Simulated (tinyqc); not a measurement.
Thermionic-field emission through a Schottky barrier, WKB: two steps of the calculation.

Metal on an n-type semiconductor with one parabolic valley; V > 0 is forward bias (metal positive). Energies E are counted from the conduction edge of the neutral semiconductor, whose Fermi level lies at -xi; that of the metal lies at -xi - V. The barrier is a parabola of height Vd = phi - xi - V (depletion approximation, no image force).

Parameters, values chosen for the exercise; band and dielectric values those of a made-up semiconductor: temperature T = 350 K; electron mass me = 0.255 m0; relative permittivity eps_r = 9.39; barrier height seen from the metal phi = 0.36 eV; donor density Nd = 4.9e18 cm^-3; bias V = 0.092 V; points of the energy grid nE = 13; upper end of the energy grid Eb = 0.47 eV.

Constants: q = 1.602176634e-19 C, kB = 1.380649e-23 J/K, hbar = 1.054571817e-34 J s, h = 6.62607015e-34 J s, m0 = 9.1093837015e-31 kg, Vt = kB T/q, eps0 = 8.8541878128e-14 F/cm where lengths are in cm. Results are converted to the units shown.

Task 1. Fermi level, barrier and E00. Nc = 2 (2 pi me m0 kB T/h^2)^1.5 (times 1e-6 for cm^-3); Nd = Nc F12(-xi/Vt), F12(x) = (2/sqrt(pi)) int_0^infinity sqrt(u)/(1 + exp(u - x)) du; E00 = (hbar/2) sqrt(Nd/(me m0 eps0 eps_r)) in SI units (volts). W = sqrt(2 eps0 eps_r Vd/(q Nd)).

Find: Nc; xi; Vd; W; E00; E00/Vt.

Result 1.

Nc = 4.072e18 cm^-3
xi = -0.01821 eV
Vd = 0.2862 V
W = 7.786 nm
E00 = 26.56 meV
E00/Vt = 0.8806

By a common rule of thumb, E00/Vt below 0.5 marks thermionic emission, 0.5 to 5 thermionic-field emission and above 5 field emission. By that rule alone: thermionic-field emission; with a high barrier, tunnelling near its top can carry most of the current even below 0.5.

Task 2. Current density on a coarse grid. For E < Vd, ln T(E) = -(Vd/E00) [sqrt(1 - y) - y ln((1 + sqrt(1 - y))/sqrt(y))], y = E/Vd; T(E) = 1 above. J = A* T (q/kB) int_0^infinity T(E) N(E) dE, N = ln[(1 + exp((-xi - E)/Vt))/(1 + exp((-xi - V - E)/Vt))], A* = 4 pi q me m0 kB^2/h^3 (times 1e-4 for A/(cm^2 K^2)). Simpson's rule on nE equally spaced points from 0 to Eb.

xi = -0.018206327 eV
Vd = 0.28620633 V
E00 = 26.559657 meV

Give: E; T(E); N; T(E) N; J.

Result 2.

| point | E (eV) | T(E) | N | T(E) N |
|---|---|---|---|---|
| 0 | 0.00000 | 2.0895e-5 | 0.95681 | 1.9993e-5 |
| 1 | 0.03917 | 5.1253e-4 | 0.38151 | 1.9553e-4 |
| 2 | 0.07833 | 0.0042752 | 0.12127 | 5.1845e-4 |
| 3 | 0.11750 | 0.022739 | 0.034741 | 7.8997e-4 |
| 4 | 0.15667 | 0.087362 | 0.0096139 | 8.3988e-4 |
| 5 | 0.19583 | 0.25449 | 0.0026339 | 6.7029e-4 |
| 6 | 0.23500 | 0.56849 | 7.1957e-4 | 4.0907e-4 |
| 7 | 0.27417 | 0.93940 | 1.9644e-4 | 1.8453e-4 |
| 8 | 0.31333 | 1.0000 | 5.3614e-5 | 5.3614e-5 |
| 9 | 0.35250 | 1.0000 | 1.4632e-5 | 1.4632e-5 |
| 10 | 0.39167 | 1.0000 | 3.9934e-6 | 3.9934e-6 |
| 11 | 0.43083 | 1.0000 | 1.0899e-6 | 1.0899e-6 |
| 12 | 0.47000 | 1.0000 | 2.9744e-7 | 2.9744e-7 |

J = 18028 A/cm^2

The integrand peaks at E = 0.157 eV among these points, 0.55 of the barrier height.

Range of the model: The depletion approximation, a parabolic band and the neglect of image-force lowering make these currents estimates at high doping.

Computed by the program tinyqc: `OMP_NUM_THREADS=1 python tinyqc.py 2640119 2640120 out.jsonl`, one thread of a shared Intel Xeon 2.30GHz, about 0.05 s for the whole run.
